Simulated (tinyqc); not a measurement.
Sheet resistance and Hall data of a diffused or implanted layer. From sheet resistance R_s back to peak concentration N_0. Computed by tinyqc, a small Python program. Command: `OMP_NUM_THREADS=1 python tinyqc.py 3009331 3009332 out.jsonl layer inv`. One thread of a shared host (Intel(R) Xeon(R) Processor @ 2.30GHz), about 0.02 s of CPU time with the checks.

Carriers are taken equal to the net active doping down to the junction (full ionisation, which deep dopants in wide-gap hosts do not reach; no spill-over, no depletion), and the Hall factor is 1.

Inputs (values chosen for the exercise, modelled on donors in germanium):
```
quantity                                 value        unit
mu_min                                     314  cm^2/(V s)
mu_max                                    4000  cm^2/(V s)
N_ref                                  1.2e+17      1/cm^3
exponent alpha                            0.56           -
length scale l                             620          nm
background doping N_B (opposite type)  1.1e+15      1/cm^3
```

Profile: box. Activation: complete.

Constants: e = 1.602176634e-19 C.

Method:
- N(x) = N_0 down to x_j = l, dose N_0 l.
- Mobility mu = mu_min + (mu_max - mu_min)/(1 + (N_t/N_ref)^alpha), N_t = active doping + N_B; carriers n = active doping - N_B, all dopants active.
- Integrals from x_0 (0 unless stated) to x_j by the midpoint rule on 400 even intervals: 1/R_s = e int n mu dx; sheet density n_s = int n dx; Hall sheet density (int n mu dx)^2/int n mu^2 dx; Hall mobility int n mu^2 dx/int n mu dx.
- Mean conductivity 1/(R_s x_j); mean mobility 1/(e n_s R_s).

Question. A run gave the result below. Find the peak concentration N_0, known to lie between 9.6e+17 and 2.5e+18 1/cm^3.

sheet resistance R_s = 55.05151 ohm

Answer.

Each step takes the trial c = (a f_b - b f_a)/(f_b - f_a), f being the result less the target and a, b, c the logarithms of the listed values; c replaces end b, the old b replaces a if the sign of f changed, and otherwise f_a is halved.

Scan of the range:
```
peak concentration N_0 (1/cm^3)  sheet resistance R_s (ohm)
9.60e+17                                            88.2001
1.13e+18                                            78.8573
1.32e+18                                            70.8785
1.55e+18                                            63.4743
1.82e+18                                            56.8325
2.13e+18                                            50.9833
2.50e+18                                            45.6227
```

False position (Illinois rule, in the logarithm of the input) inside the bracket:
```
step        end a        end b        trial  sheet resistance R_s (ohm)
1     1.82000e+18  2.13000e+18  1.90928e+18                     54.9861
2     1.82000e+18  1.90928e+18  1.90304e+18                     55.1105
3     1.90928e+18  1.90304e+18  1.90600e+18                     55.0515
4     1.90304e+18  1.90600e+18  1.90600e+18                     55.0515
```

Sheet resistance R_s falls at every point of a 13-point scan of the range (every second point is shown), so one value fits; it is bracketed by 1.82e18 and 2.13e18. Answer: peak concentration N_0 = 1.906e18 1/cm^3.
